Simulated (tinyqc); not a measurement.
# CMOS latch-up, two-transistor model: effect of the current gain of the pnp

A parasitic pnp (emitter at Vdd, base shunted by Rw) and npn (emitter at ground, base shunted by Rs) feed each other: the npn collector current flows out of the pnp base node, the pnp collector current into the npn base node. Forward-active transistors with constant gains: Icn = Isn exp(Vn/Vt), Icp = Isp (exp(Vp/Vt) - 1). A current Ii is injected into the npn base node.

Node equations: Vp/Rw + Icp/bp = Icn and Vn/Rs + Icn/bn = Icp + Ii. Loop gain G = gn gp/[(1/Rw + gp/bp)(1/Rs + gn/bn)], gn = Icn/Vt, gp = (Icp + Isp)/Vt; the off state ends where G = 1, and Ii there is the trigger current. On state with both base-emitter voltages at Von: npn base current Ib = (Von/Rs + bp Von/Rw)/(bn bp - 1), holding current Ih = (bn + 1) Ib + Von/Rs, holding voltage Vh = Vsat + Von + R2 (Ib + Von/Rs).

Parameters, values chosen for the exercise; values close to those of bulk CMOS:
```
symbol,value,unit,meaning
T,400,K,temperature
bn,22.3,,current gain of the npn
Isn,7.2e-10,A,saturation current of the npn at T
Isp,1.1e-10,A,saturation current of the pnp at T
Rs,1100,ohm,substrate resistance shunting the npn
Rw,210,ohm,well resistance shunting the pnp
R2,540,ohm,resistance from the pnp collector to the npn base
Von,0.55,V,base-emitter voltage in the on state
Vsat,0.19,V,saturation voltage
Vdd,2.5,V,supply voltage
```

Constants: q = 1.602176634e-19 C, kB = 1.380649e-23 J/K, Vt = kB T/q. Results are converted to the units shown.

Result of one run:
```
Vn at trigger (V)  trigger current (mA)  Ih (mA)  Vh (V)
0.50928                         0.53705   3.3526  1.0761
```

Which current gain of the pnp bp gave this result: 0.058, 0.12, 0.27 or 5.6?

bp = 5.6.

The whole series:
```
bp     Vn at trigger (V)  trigger current (mA)  Ih (mA)  Vh (V)
0.058            0.53466               0.56478   52.270  2.2098
0.12             0.51382               0.54389   11.820  1.2724
0.27             0.51079               0.53952   6.1018  1.1398
0.57             0.50990               0.53808   4.4650  1.1019
1.2              0.50953               0.53747   3.7950  1.0864
2.6              0.50936               0.53718   3.4890  1.0793
5.6              0.50928               0.53705   3.3526  1.0761
12               0.50925               0.53699   3.2905  1.0747
```

As bp goes from 0.058 to 12, the trigger current falls from 0.565 to 0.537 mA, Ih falls from 52.3 to 3.29 mA and Vh falls from 2.21 to 1.07 V. Vh exceeds the supply Vdd = 2.5 V, which then cannot sustain a latched state, in 0 of the 8 rows. For bp = 0.027 the product of the gains is about one or less, so there is no latched state. For bp = 0.058 the holding current passes 50 mA, where high injection lowers the gains.

tinyqc, about 0.04 s, one thread, Intel Xeon 2.30GHz (shared host): `OMP_NUM_THREADS=1 python tinyqc.py 2670015 2670016 out.jsonl`
